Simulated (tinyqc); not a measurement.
Inside a calculation: shallow acceptor in the spherical four-band model. Values are carried at full precision from step to step, so a last printed digit may differ when a step is redone from the rounded ones.

Units Ry* = Ry/(g1 eps^2) and a* = a0 eps g1; mu = (6 g3 + 4 g2)/(5 g1) is the spherical heavy-light coupling and delta = (g3 - g2)/g1 the cubic term, which is left out.

Constants: Ry = 13.60569312 eV; a0 (Bohr radius) = 0.5291772105 angstrom.

Parameters, chosen for this exercise (near those of a shallow acceptor in GaAs; shifted at random, so the results belong to these values and not to a real crystal): g1 = 7.06 (Luttinger gamma1); g2 = 2.08 (gamma2); g3 = 2.92 (gamma3); eps = 13.1 (dielectric constant); al = (0.372, 2.23, 13.4) 1/a*^2 (exponents a_i, the same for f and g); Dso = 0.327 eV (spin-orbit splitting).

## Units and couplings

Give Ry*, a*, mu, delta and the spherical masses 1/(g1 (1 -/+ mu)).

Ry* = 11.230 meV
a* = 48.94 angstrom
mu = 0.7320
delta = 0.1190

heavy and light mass (m0): 0.5285  0.0818

A hydrogen model with the heavy mass would bind by Ry*/(1 - mu) = 41.9 meV and with the light mass by 6.5 meV. delta/mu = 0.16: the cubic term is a modest correction.

## Matrices in a small basis

The ground state 1S3/2 has an L = 0 part f(r) and an L = 2 part g(r). In units of Ry* and a*, with Gaussians f_i = exp(-a_i r^2), g_i = r^2 exp(-a_i r^2), A = a_i + a_j and I(n) = Gamma((n + 1)/2)/(2 A^((n + 1)/2)): S_ff = I(2), S_gg = I(6), H_ff = (6 a_i a_j/A) I(2) - 2 I(1), H_gg = (14 a_i a_j/A) I(6) - 2 I(5), H_fg = -mu [15 I(2) - 20 a_j I(4) + 4 a_j^2 I(6)]; each function is then normalised. The split-off band is left out.

Form S and H.

S, lower triangle:
```
,f1,f2,f3,g1,g2,g3
f1,1.0000
f2,0.5858,1.0000
f3,0.1846,0.5850,1.0000
g1,0,0,0,1.0000
g2,0,0,0,0.2871,1.0000
g3,0,0,0,0.0194,0.2862,1.0000
```

H (Ry*), lower triangle:
```
,f1,f2,f3,g1,g2,g3
f1,-0.8306
f2,-1.0119,1.9240
f3,-1.1453,1.4912,28.5171
g1,-1.0546,-1.8150,-0.7373,1.5658
g2,-0.3028,-6.3222,-10.8739,0.7240,13.0681
g3,-0.0205,-1.8096,-37.9899,0.0117,6.2991,87.5691
```

## Ground state in the small basis

Solve H u = E S u for the lowest level of the acceptor; the first half of the basis is L = 0 and the second L = 2. Give E, E without the f-g block, and the L = 2 weight u_g S_gg u_g with u S u = 1.

E = -1.925 Ry*
E without coupling = -0.923 Ry*
L = 2 weight = 0.226

Without the coupling the exact value is -1, which this basis, tuned to the compact coupled state, misses by 0.077. The coupling to L = 2 takes the level to 1.93 times that exact value.

## Converged result

Converged values use 22 exponents 2.2^i, i = -7 to 14, for f and for g.
Ground and next level of the same symmetry, L = 2 weight and mean radius.

1S3/2 and 2S3/2 (Ry*): -2.029  -0.598

binding energies (meV): 22.8  6.7

L = 2 weight = 0.246
<r> = 39.5 angstrom

The small basis reaches 95 % of the binding. The ratio 1S/2S is 3.39 (4 for hydrogen). The binding is 0.07 of Dso, so leaving out the split-off band is safe.

## Checks

- Level at mu = 0 against -1 Ry*: both -1.0000.
- Ground level from a second, denser basis, Ry*: both -2.029.

(tinyqc, `OMP_NUM_THREADS=1 python tinyqc.py 1251770 1251771 out.jsonl`, Intel(R) Xeon(R) Processor @ 2.30GHz, 1 thread, shared host, about 0.1 s.)
